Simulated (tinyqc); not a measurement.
# From Poole-Frenkel current density back to temperature T

Model: leakage currents through a thin dielectric. Computed by tinyqc, a small Python program. Command: `OMP_NUM_THREADS=1 python tinyqc.py 3016673 3016674 out.jsonl leak inv`. One thread of a shared host (Intel(R) Xeon(R) Processor @ 2.30GHz), about 0.03 s of CPU time with the checks.

Electrons leave an electrode with Fermi energy E_F above its band bottom; barriers are counted from the Fermi level, and both electrodes are alike.

Inputs (values chosen for the exercise, modelled on Al2O3):
```
quantity                           value  unit
barrier height phi_B                2.61    eV
tunnelling mass m                   0.33   m_0
static permittivity k               9.43     -
optical permittivity k_o            3.13     -
trap depth phi_t                     1.4    eV
Poole-Frenkel prefactor sigma_0  0.00065  S/cm
thickness t                          4.7    nm
voltage V                            1.6     V
```

Stack: single layer.

Constants: e = 1.602176634e-19 C; eps_0 = 8.8541878128e-12 F/m; k_B = 8.617333262e-05 eV/K; m_0 = 9.1093837015e-31 kg; k_B = 1.380649e-23 J/K; h = 6.62607015e-34 J s.

Method. Field F = V/t; equivalent oxide thickness 3.9 t/k. Schottky emission J = A T^2 exp(-(phi_B - sqrt(e^3 F/(4 pi k_o eps_0)))/k_B T), A = 4 pi e m k_B^2/h^3 with the tunnelling mass; Poole-Frenkel J = sigma_0 F exp(-(phi_t - sqrt(e^3 F/(pi k_o eps_0)))/k_B T); both use the field F of the dielectric.

Question. A run gave the result below. Find the temperature T, known to lie between 460 and 580 K.

Poole-Frenkel current density = 0.001923722 A/cm^2

Answer.

Each step takes the trial c = (a f_b - b f_a)/(f_b - f_a), f being the result less the target and a, b, c the logarithms of the listed values; c replaces end b, the old b replaces a if the sign of f changed, and otherwise f_a is halved.

Scan of the range:
```
temperature T (K)  Poole-Frenkel current density (A/cm^2)
460                                             0.0004765
478                                             0.0008494
497                                             0.0014941
517                                             0.0025888
537                                             0.0043055
558                                             0.0070623
580                                             0.0114134
```

False position (Illinois rule, in the logarithm of the input) inside the bracket:
```
step    end a    end b    trial  Poole-Frenkel current density (A/cm^2)
1     497.000  517.000  504.755                              0.00185863
2     517.000  504.755  505.835                              0.00191497
3     517.000  505.835  506.118                              0.00192999
4     505.835  506.118  506.000                              0.00192371
5     506.118  506.000  506.000                              0.00192372
6     506.118  506.000  506.000                              0.00192372
7     506.000  506.000  506.000                              0.00192372
```

Poole-Frenkel current density rises at every point of a 13-point scan of the range (every second point is shown), so one value fits; it is bracketed by 497 and 517. Answer: temperature T = 506.0 K.
